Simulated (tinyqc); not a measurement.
## Short-channel transistor, virtual-source model with series resistance: effect of the velocity at the virtual source on the on and off currents

The current per gate width is the charge at the top of the source barrier (the virtual source) times its velocity times a saturation function; al and be are fitting constants of the model. Units: I in uA/um, Rs in ohm um, so I Rs = 1e-6 I Rs in volts; Q in uC/cm^2, so I = 1e-4 Q vx0 Fsat with vx0 in cm/s.

Intrinsic voltages Vg' = Vgs - I Rs, Vd' = Vds - 2 I Rs. n = n0 + nd Vd', VT = VT0 - dl Vd', Ff = 1/(1 + exp((Vg' - VT + al Vt/2)/(al Vt))), Q = Cinv n Vt ln(1 + exp((Vg' - VT + al Vt Ff)/(n Vt))), Vdsat = (vx0 L/mu)(1 - Ff) + Vt Ff, Fsat = u/(1 + u^be)^(1/be) with u = Vd'/Vdsat, and I = Q vx0 Fsat per width. I is solved self-consistently. Ion is I at Vgs = Vds = 1 V, Ioff at Vgs = 0, Vds = 1 V, and Rlin = Vds/I at Vgs = 1 V, Vds = 0.05 V.

Values chosen for this exercise:
```
symbol  value        unit                                                         meaning
T         350           K                                                     temperature
Cinv     3.99     uF/cm^2                                           inversion capacitance
mu        340  cm^2/(V s)                                               apparent mobility
L          25          nm                                                  channel length
VT0      0.45           V                                 threshold at zero drain voltage
dl       0.13         V/V                                  drain-induced barrier lowering
n0       1.43                                                         subthreshold factor
nd        0.1         1/V                                  growth of n with drain voltage
al        3.5              threshold shift (in units of Vt) from weak to strong inversion
be        1.4                                                     sharpness of saturation
Rs        120      ohm um                               series resistance of each contact
```

Constants: q = 1.602176634e-19 C, kB = 1.380649e-23 J/K, Vt = kB T/q. Results are converted to the units shown.

Results:
```
vx0 (cm/s)  Ion (uA/um)  Ioff (nA/um)  log10(Ion/Ioff)  Rlin (ohm um)
5e6                1035         737.2            3.147          277.0
7.1e6              1332          1046            3.105          276.1
1e7                1657          1470            3.052          275.5
1.4e7              1988          2053            2.986          275.2
2.8e7              2579          4072            2.802          274.9
4e7                2783          5776            2.683          274.8
```

Estimate the missing row, vx0 = 2e7 cm/s.

Computed row:
```
vx0 (cm/s)  Ion (uA/um)  Ioff (nA/um)  log10(Ion/Ioff)  Rlin (ohm um)
2e7                2318          2923            2.899          275.0
```

With this row back in the table: As vx0 goes from 5e6 to 4e7 cm/s, Ion rises from 1030 to 2780 uA/um, Ioff rises from 737 to 5780 nA/um and Rlin falls from 277 to 275 ohm um. Ion changes by a factor of 2.69 and Ioff by 7.83. For vx0 = 7.1e6 to 4e7 cm/s the off current passes 1 uA/um, so the device is hardly off at Vgs = 0.

tinyqc, about 0.06 s, one thread, Intel Xeon 2.30GHz (shared host): `OMP_NUM_THREADS=1 python tinyqc.py 2380123 2380124 out.jsonl`
